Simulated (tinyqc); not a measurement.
Hubbard chain of 2 sites, step by step. Computed by tinyqc, a small Python program that keeps every step. Settings: hopping = 1.44, U = 6.0, mixing = 0.2, iteration cap = 89. Command: `OMP_NUM_THREADS=1 python tinyqc.py 21638 21639 out.jsonl` (the two numbers bound the seeds that draw the settings). One thread of a shared host (Intel(R) Xeon(R) Processor @ 2.60GHz), about 0.2 s of CPU time with the checks. Later iterations appear only in the table of the cycle.

## Mean-field iteration 1

one-body matrix (hopping and site energies) (eV):
```
,1,2
1,0.70000,-1.44000
2,-1.44000,0.39000
```

U = 6.00000 eV

electrons, up and down: 1  1

mixing = 0.20000

n(up) at the start (a guess, not normalised): 1 0.95000, 2 0.05000

n(down) at the start (a guess): 1 0.05000, 2 0.95000

H(up) = T + U n(down), H(down) = T + U n(up); fill the lowest levels; n(new) = n + mixing (n(out) - n); E = tr T (rho up + rho down) + U sum n_up n_down of the output.

levels, up (eV): 0.62085  6.46915

levels, down (eV): 0.34740  6.74260

energy = 0.39762 eV

n(up) after iteration 1: 1 0.94703, 2 0.05297

n(down) after iteration 1: 1 0.05071, 2 0.94929

## Mean-field iteration 2

As before.

levels, up (eV): 0.62458  6.46542

levels, down (eV): 0.36328  6.72672

energy = 0.39752 eV

n(up) after iteration 2: 1 0.94463, 2 0.05537

n(down) after iteration 2: 1 0.05140, 2 0.94860

## Convergence

Each step fills the lowest levels of T + U n(other spin) and sets n(new) = n + mixing (n(out) - n); stop when output and input agree to 1e-8.

Course of the cycle:
```
iteration,E (eV),largest |n(out) - n(in)|,mean |n_up - n_down|
1,0.3976226,1.48e-02,0.88160
2,0.3975235,1.20e-02,0.88085
3,0.3974553,9.81e-03,0.88021
4,0.3974082,8.01e-03,0.87967
5,0.3973754,6.55e-03,0.87920
6,0.3973526,5.38e-03,0.87880
7,0.3973365,4.42e-03,0.87847
8,0.3973253,3.65e-03,0.87818
9,0.3973173,3.01e-03,0.87793
10,0.3973117,2.50e-03,0.87773
11,0.3973077,2.07e-03,0.87755
...,...,...,...
74,0.3972977,4.69e-08,0.87657
75,0.3972977,3.97e-08,0.87657
76,0.3972977,3.36e-08,0.87657
77,0.3972977,2.84e-08,0.87657
78,0.3972977,2.40e-08,0.87657
79,0.3972977,2.03e-08,0.87657
80,0.3972977,1.72e-08,0.87657
81,0.3972977,1.46e-08,0.87657
82,0.3972977,1.23e-08,0.87657
83,0.3972977,1.04e-08,0.87657
84,0.3972977,8.83e-09,0.87657
```

local moments n_up - n_down: 1 0.87657, 2 -0.87657

Converged in 84 iterations. Before convergence this energy mixes input and output and is not variational, so it may rise towards its limit.

## The many-body Hamiltonian

Basis: all placements (u, d, 2, 0 on each site), up operators ordered before down ones; hops carry the sign of the same-spin electrons passed.

H (eV):
```
,20,ud,du,02
20,7.40000,-1.44000,-1.44000,0.00000
ud,-1.44000,1.09000,0.00000,-1.44000
du,-1.44000,0.00000,1.09000,-1.44000
02,0.00000,-1.44000,-1.44000,6.78000
```

## Exact diagonalisation (4 states)

Lowest levels of the sector, and the double occupancy of the lowest state.

lowest levels (eV): -0.07053  1.09000  7.02433  8.31620

double occupancy per site = 0.06996

The mean-field solution above lies 0.4678 eV above the exact energy.
